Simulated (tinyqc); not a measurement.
Diffused layer (Gaussian), carriers, mobility and sheet resistance with incomplete ionisation: one step of the calculation.

An n-type layer from the surface x = 0 to the junction xj, N(x) = N0 exp(-(x/Ld)^2). Local neutrality (no depletion at surface or junction, no spilling of carriers), intrinsic carriers neglected, Boltzmann statistics.

Task. Sheet quantities by the trapezoid rule. Dose = integral of N, carrier sheet density = integral of n, 1/Rs = q integral of n mu, mean mobility 1/(q Rs sheet density), Hall mobility (unit Hall factor) = integral of n mu^2 over integral of n mu, Hall sheet density = (integral of n mu)^2/integral of n mu^2; all from 0 to xj.

Constants: q = 1.602176634e-19 C. Results are converted to the units shown.

```
point     x (nm)     N (cm^-3)  n (1e17 cm^-3)  mu (cm^2/(V s))
0        0.00000        1.3e18       8.7269461        240.20673
1       15.93745  1.2054564e18       8.2425325        248.81072
2       31.87490  9.6111621e17       6.9221324        276.59311
3       47.81235  6.5889558e17       5.1181396        329.73147
4       63.74981  3.8839494e17       3.2792466        418.75507
5       79.68726  1.9685516e17       1.7877744        555.77427
6       95.62471  8.5789930e16       0.8188345        743.32250
7      111.56216  3.2147123e16       0.3144997        955.98480
8      127.49961  1.0357720e16       0.1015905        1142.0470
9      143.43706  2.8694755e15       0.0272510        1264.0181
10     159.37452  6.8352931e14       0.0054332        1324.9478
11     175.31197        1.4e14       0.0000000        1348.3915
```

Wanted: dose; carrier sheet density; Rs; mean mobility; Hall mobility; Hall sheet density.

Result.

dose = 6.682e12 cm^-2
carrier sheet density = 4.938e12 cm^-2
Rs = 3864 ohm/square
mean mobility = 327.1 cm^2/(V s)
Hall mobility = 384.9 cm^2/(V s)
Hall sheet density = 4.197e12 cm^-2

Carriers make up 73.9 % of the dose. A Hall measurement weights the mobile tail, so its sheet density is 15 % below the true one.

Numbers from tinyqc (`OMP_NUM_THREADS=1 python tinyqc.py 2110140 2110141 out.jsonl`; about 0.02 s on one thread of a shared Intel Xeon 2.30GHz).
